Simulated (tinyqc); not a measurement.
From results back to parameters: interface roughness in a thin film (subband fluctuation and scattering). Four cases, with inputs chosen for the exercise.

Problem. The screened mobility was computed from a hidden rms height D.

Gaussian roughness spectrum S(q) = pi D^2 Lc^2 exp(-q^2 Lc^2/4). Degenerate gas, taken to fill one subband (the second starts to fill once c kF^2/md exceeds E2 - E1, which is not tested here): kF = sqrt(2 pi Ns/gv), q = 2 kF sin(theta/2), 1/tau = (md/(2 pi c hbar)) G^2 times the integral from 0 to pi of S(q)(1 - cos theta)/eps(q)^2 dtheta, eps(q) = 1 + qs/q with screening (qs = gv md q0/(c eps), q0 = e^2/(4 pi eps0), form factors left out, which overstates the screening; other scattering is left out too, so these values lie far above measured mobilities in all but the thinnest films) or 1 without; mobility = tau c2/md with c2 = e/m0 = 1.75882e15 cm^2/(V s^2); 1e12/cm^2 = 1e-4/angstrom^2.

Constants: hbar^2/2m0 = 3.80998211 eV angstrom^2; hbar = 6.58211957e-16 eV s; e^2/(4 pi eps0) = 14.39964547 eV angstrom.

Find: mobility for D = 1 angstrom; D.

Method. The mobility goes as 1/D^2, so D is the square root of the ratio. One value fixes only D^2 times a function of Lc; a second density is needed to part the two.

Case 1.

Values chosen (near those of a thin InGaAs channel; the results hold for these values, not for the real material): md = 0.046 m0 (mass in the plane); gv = 1 (valleys); Lc = 16 angstrom (correlation length); Ns = 1.2 x 1e12/cm^2 (sheet density); eps = 11.2 (mean dielectric constant at the channel).

G = |dE1/dt| = 2.2454 meV/angstrom
mobility = 157597 cm^2/(V s)

Solution.

mobility for D = 1 angstrom = 2.157e+06 cm^2/(V s)
D = 3.70 angstrom

Case 2.

Values chosen (near those of a thin Si channel on (100), two-fold valleys; the results hold for these values, not for the real material): md = 0.189 m0 (mass in the plane); gv = 2 (valleys); Lc = 14 angstrom (correlation length); Ns = 2 x 1e12/cm^2 (sheet density); eps = 7.5 (mean dielectric constant at the channel).

G = |dE1/dt| = 1.8185 meV/angstrom
mobility = 1.54411e+06 cm^2/(V s)

Solution.

mobility for D = 1 angstrom = 3.953e+06 cm^2/(V s)
D = 1.60 angstrom

Case 3.

Values chosen (near those of a thin InGaAs channel; the results hold for these values, not for the real material): md = 0.044 m0 (mass in the plane); gv = 1 (valleys); Lc = 20 angstrom (correlation length); Ns = 2.2 x 1e12/cm^2 (sheet density); eps = 11.1 (mean dielectric constant at the channel).

G = |dE1/dt| = 3.4531 meV/angstrom
mobility = 66117.0 cm^2/(V s)

Solution.

mobility for D = 1 angstrom = 7.200e+05 cm^2/(V s)
D = 3.30 angstrom

Case 4.

Values chosen (near those of a thin Si channel on (100), two-fold valleys; the results hold for these values, not for the real material): md = 0.188 m0 (mass in the plane); gv = 2 (valleys); Lc = 32 angstrom (correlation length); Ns = 1.5 x 1e12/cm^2 (sheet density); eps = 7.9 (mean dielectric constant at the channel).

G = |dE1/dt| = 1.5656 meV/angstrom
mobility = 941509 cm^2/(V s)

Solution.

mobility for D = 1 angstrom = 1.591e+06 cm^2/(V s)
D = 1.30 angstrom

Computed by tinyqc, one run a case: `OMP_NUM_THREADS=1 python tinyqc.py N N+1 out.jsonl` with N = 1251932, 1251935, 1251946, 1251957; one thread of a shared Intel(R) Xeon(R) Processor @ 2.30GHz, about 0.01 s a run at most.
